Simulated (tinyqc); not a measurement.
Comparisons within one model: donor near an oxide interface in a gate field (two-state model). A value that a table varies takes the place of the one given here.

Interface at z = 0 (hard wall), donor at z = d, field F pulling electrons to the interface: potential e F z; 1 kV/cm = 1e-5 eV/angstrom, c = hbar^2/2m0, q = e^2/(4 pi eps0), Q = (eps - eo)/(eps + eo). Donor state: E_D = e F d - ED - q Q/(4 eps d), the last term joining the images of ion and electron. Interface state: z exp(-b z/2) exp(-rho^2/(2 L^2)) with E_z = c b^2/(4 mz) + 3 e F/b + q Q b/(8 eps), minimised over b; in the plane at z = 3/b the ion (distance D = d - 3/b) and its image (D' = d + 3/b) give E_rho = c/(mt L^2) - (q/eps)(sqrt(pi)/L)[erfcx(D/L) + Q erfcx(D'/L)], erfcx(x) = exp(x^2) erfc(x), minimised over L. E_I = E_z + E_rho.

The two states couple by t = t0 exp(-D/aD) with t0 = q/(eps aD) (2 aD/L) sqrt(aD b/2) v, v a valley factor; this form is an estimate. With detuning u = E_D - E_I the splitting is sqrt(u^2 + 4 t^2) and the lower state has weight (1 - u/sqrt(u^2 + 4 t^2))/2 on the donor.

Constants: hbar^2/2m0 = 3.80998211 eV angstrom^2; e^2/(4 pi eps0) = 14.39964547 eV angstrom.

Values chosen for the exercise (near those of a donor in Si below HfO2, static dielectric constants; not measured data): d = 160 angstrom (depth of the donor); ED = 45.7 meV (bulk binding energy); mz = 0.907 m0 (mass across the interface); mt = 0.188 m0 (mass in the plane); eps = 11.4 (dielectric constant of the semiconductor); eo = 22 (dielectric constant of the oxide); aD = 19.3 angstrom (donor radius); v = 0.37 (valley factor); Fl = (35.022, 35.098, 35.129, 35.144, 35.159, 35.19, 35.266) kV/cm (fields); dl = (65, 90, 120, 155, 200, 250) angstrom (depths).

## Sweeping the field

Both levels, the splitting, the donor weight and the mean depth w d + (1 - w) 3/b.

Results:
```
F (kV/cm)  E_D (meV)  E_I (meV)  splitting (meV)  donor weight  mean depth (angstrom)
35.022        10.962     11.114            0.153         0.996                  159.5
35.098        11.083     11.141           0.0606         0.974                  156.7
35.129        11.133     11.152           0.0269         0.849                  140.9
35.144        11.157     11.157           0.0193         0.501                   97.1
35.159        11.181     11.162           0.0268         0.152                   53.1
35.190        11.230     11.173           0.0605         0.026                   37.3
35.266        11.352     11.200            0.153         0.004                   34.4
```

What does this show, and why?

E_D rises by 1.60 and E_I by 0.35 meV per kV/cm, so they cross once, near 35.1 kV/cm, where the splitting is 2t = 0.0193 meV. The donor weight passes from 0.85 to 0.15 while the detuning goes from -2t to 2t, a window of 0.031 kV/cm or 0.088 % of the field; across the table the charge moves by 125 angstrom.

## Depth of the donor

Critical field, and the coupling, E_rho and L at that field.

Results:
```
d (angstrom)  critical field (kV/cm)  e F d/ED  t (meV)  E_rho (meV)  L (angstrom)
65                             106.5     1.515      1.8       -10.62            68
90                              70.0     1.379     0.44        -7.85            86
120                             49.3     1.294    0.084        -5.98           106
155                             36.5     1.237    0.013        -4.69           128
200                             27.2     1.191   0.0011        -3.67           154
250                             21.2     1.159  8.1e-05        -2.96           181
```

What can be read from the table?

The critical field falls from 107 to 21 kV/cm, with exponent -1.20 in d, while t drops by a factor 2.3e+04, about e for each 19 angstrom at the end (aD = 19.3). One lattice plane (1.36 angstrom) of misplacement changes t by 7 % and the critical field by about 1.4 % at 120 angstrom.

## What each parameter does

Critical field (E_D = E_I), and t and L there. Each row changes one parameter from the base and keeps the others.

Results:
```
case                critical field (kV/cm)  t (meV)  L (angstrom)
base                                  35.1  0.00964         130.7
d = 150 angstrom                      37.9   0.0165         124.7
ED = 51.7 meV                         39.9  0.00912         131.8
aD = 21.2 angstrom                    35.1   0.0181         130.7
mz = 0.771 m0                         36.2   0.0105         129.0
mt = 0.216 m0                         35.0   0.0102         123.5
eo = 33                               33.8  0.00859         138.1
eps = 12.1                            35.8  0.00904         132.9
```

How do the results move?

The largest shifts from the base row, up to three for each result and ties (the steps differ in size, so this ranks the rows, not the parameters). critical field (kV/cm): ED +4.8, d +2.7, eo -1.4; unchanged at the printed digits by aD. t (meV): aD +0.00850, d +0.00686, eo -0.00104. L (angstrom): eo +7.4, mt -7.2, d -6.0; unchanged at the printed digits by aD.

(tinyqc, `OMP_NUM_THREADS=1 python tinyqc.py 1250712 1250713 out.jsonl`, Intel(R) Xeon(R) Processor @ 2.30GHz, 1 thread, shared host, about 0.1 s.)
